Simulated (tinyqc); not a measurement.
# Worked calculation: thermionic emission over a Gaussian spread of barriers

Computed by the program tinyqc: `OMP_NUM_THREADS=1 python tinyqc.py 2640161 2640162 out.jsonl`, one thread of a shared Intel Xeon 2.30GHz, about 0.01 s for the whole run. Printed values are rounded.

Metal on an n-type semiconductor with one parabolic valley; V > 0 is forward bias (metal positive). Patches of barrier height b are spread as a Gaussian with mean phi - r2 V and variance sg^2 + r3 V; each carries A* T^2 exp(-b/Vt) [exp(V/Vt) - 1].

Inputs (values chosen for the exercise); band and dielectric values close to those of gallium nitride:
```
symbol,value,unit,meaning
T,350,K,temperature
me,0.198,m0,electron mass
phi,1.08,eV,barrier height seen from the metal
sg,0.061,eV,standard deviation of the barrier heights
r2,-0.073,,"shift of the mean barrier per volt, with its sign reversed (rho2)"
r3,-0.001,V,change of sg^2 per volt (rho3)
V,0.29,V,bias
nb,9,,barrier heights sampled
```

Constants: q = 1.602176634e-19 C, kB = 1.380649e-23 J/K, h = 6.62607015e-34 J s, m0 = 9.1093837015e-31 kg, Vt = kB T/q. Results are converted to the units shown.

## Apparent barrier, ideality and current

A* = 4 pi q me m0 kB^2/h^3 (times 1e-4 for A/(cm^2 K^2)). The mean of exp(-b/Vt) gives the apparent barrier phi_ap(V) = phi - r2 V - (sg^2 + r3 V)/(2 Vt), J = A* T^2 exp(-phi_ap/Vt) [exp(V/Vt) - 1], and 1/n = 1 + r2 + r3/(2 Vt).

A* = 23.7943 A/(cm^2 K^2)
phi_ap(0) = 1.01831 eV
phi_ap(V) = 1.04429 eV
n = 1.09839
J = 4.01110e-5 A/cm^2

## The same mean by Simpson's rule

With mean mu and deviation s at this bias, take nb equally spaced b from mu - s^2/Vt - 3.5 s to mu + s, the Gaussian density g(b) and y = g exp(-(b - mu)/Vt); the integral I of y gives phi_ap = mu - Vt ln I.

```
point,b (eV),g (1/eV),y (1/eV)
0,0.78240,2.52401e-6,0.0982118
1,0.82957,1.46048e-4,1.18953
2,0.87674,0.00441856,7.53311
3,0.92390,0.0698956,24.9434
4,0.97107,0.578100,43.1837
5,1.01824,2.50000,39.0902
6,1.06541,5.65276,18.5012
7,1.11258,6.68290,4.57841
8,1.15974,4.13097,0.592398
```

I = 6.57730
phi_ap = 1.04436 eV

This differs from the closed form by 0.067 meV. The integrand peaks at b = 0.971 eV among these points, below the mean of 1.10 eV: low barriers carry the current.
